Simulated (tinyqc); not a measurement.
What moves the results: shallow acceptor in the spherical four-band model. A value that a table varies takes the place of the one given here.

The ground state 1S3/2 has an L = 0 part f(r) and an L = 2 part g(r). In units of Ry* and a*, with Gaussians f_i = exp(-a_i r^2), g_i = r^2 exp(-a_i r^2), A = a_i + a_j and I(n) = Gamma((n + 1)/2)/(2 A^((n + 1)/2)): S_ff = I(2), S_gg = I(6), H_ff = (6 a_i a_j/A) I(2) - 2 I(1), H_gg = (14 a_i a_j/A) I(6) - 2 I(5), H_fg = -mu [15 I(2) - 20 a_j I(4) + 4 a_j^2 I(6)]; each function is then normalised. The split-off band is left out.

Converged values use 22 exponents 2.2^i, i = -7 to 14, for f and for g.

Units Ry* = Ry/(g1 eps^2) and a* = a0 eps g1; mu = (6 g3 + 4 g2)/(5 g1) is the spherical heavy-light coupling and delta = (g3 - g2)/g1 the cubic term, which is left out.

Constants: Ry = 13.60569312 eV; a0 (Bohr radius) = 0.5291772105 angstrom.

Inputs chosen for the exercise (near those of a shallow acceptor in Si, where the small spin-orbit splitting and strong warping make this model rough; the results hold for these values, not for the real material): mus = (0.15, 0.36, 0.51, 0.68, 0.75, 0.82, 0.91) (couplings); rc = 1.8 angstrom (radius of the central cell); Vs = (3, 1, 0, -1, -2, -3, -4) eV (central-cell strengths); g1 = 4.29 (Luttinger gamma1); g2 = 0.34 (gamma2); g3 = 1.45 (gamma3); eps = 11.7 (dielectric constant).

## Strength of the heavy-light coupling

Ry* = 23.1682 meV

Converged values in Ry* and a*; the heavy-mass hydrogen model gives 1/(1 - mu).

Results:
```
mu    binding (Ry*)  1/(1 - mu)  ratio  L = 2 weight  <r> (a*)  binding (meV)
0.15          1.021       1.176  0.868         0.010     1.474           23.6
0.36          1.134       1.562  0.725         0.056     1.349           26.3
0.51          1.315       2.041  0.644         0.114     1.187           30.5
0.68          1.768       3.125  0.566         0.210     0.913           41.0
0.75          2.145       4.000  0.536         0.259     0.766           49.7
0.82          2.823       5.556  0.508         0.315     0.595           65.4
0.91          5.255      11.111  0.473         0.398     0.331          121.7
```

The binding starts as 1 + O(mu^2), 1.021 at mu = 0.15, since the coupling enters in second order, and reaches 5.25 at mu = 0.91. The ratio to the heavy-mass model falls from 0.87 to 0.47, towards about 0.44 as mu goes to 1: the bound hole is only partly heavy. The L = 2 weight grows to 0.40 and the radius shrinks by a factor 4.5.

## Central-cell correction

mu = 0.46900
a* = 26.561 angstrom

A short-range term V exp(-r^2/rc^2) is added (negative: attracts the hole); its elements are V S (A/(A + 1/rc^2))^(3/2) for f and ^(7/2) for g, in the same units.

Results:
```
V (eV)  1S binding (meV)  2S binding (meV)  <r> (angstrom)  L = 2 weight
3.0                 27.0              7.65            35.4         0.094
1.0                 28.2              7.81            33.9         0.095
0.0                 29.0              7.92            32.9         0.096
-1.0                30.1              8.05            31.7         0.097
-2.0                31.6              8.23            30.3         0.098
-3.0                33.7              8.46            28.4         0.100
-4.0                36.8              8.79            26.2         0.102
```

From V = 0 to -4 eV the 1S binding grows by 7.8 meV (27 %) and the 2S binding by 0.87 meV, so the chemical shift sits mainly in the ground state. A repulsion of 3 eV removes 2.1 meV. The slope is 3.10 meV per eV over the last step against 0.68 on the repulsive side, since attraction pulls the state into the cell; over this range the level stays shallow.

## What each parameter does

Converged values. Each row changes one parameter from the base and keeps the others.

Results:
```
case           mu  Ry* (meV)  binding (meV)  <r> (angstrom)
base        0.469      23.17          29.02            32.9
g1 = 4.63   0.435      21.47          25.95            36.6
g2 = 0.29   0.460      23.17          28.73            33.2
g3 = 1.33   0.435      23.17          28.03            33.9
eps = 12.6  0.469      19.98          25.02            35.4
```

The largest shifts from the base row, up to three for each result and ties (the steps differ in size, so this ranks the rows, not the parameters). mu: g1 -0.034, g3 -0.034, g2 -0.009; unchanged at the printed digits by eps. Ry* (meV): eps -3.19, g1 -1.70; unchanged at the printed digits by g2 and g3. binding (meV): eps -4.00, g1 -3.08, g3 -0.99. <r> (angstrom): g1 +3.7, eps +2.5, g3 +1.0. g1 acts twice: it lowers Ry* and it lowers mu.

(tinyqc, `OMP_NUM_THREADS=1 python tinyqc.py 1251757 1251758 out.jsonl`, Intel(R) Xeon(R) Processor @ 2.30GHz, 1 thread, shared host, about 0.07 s.)
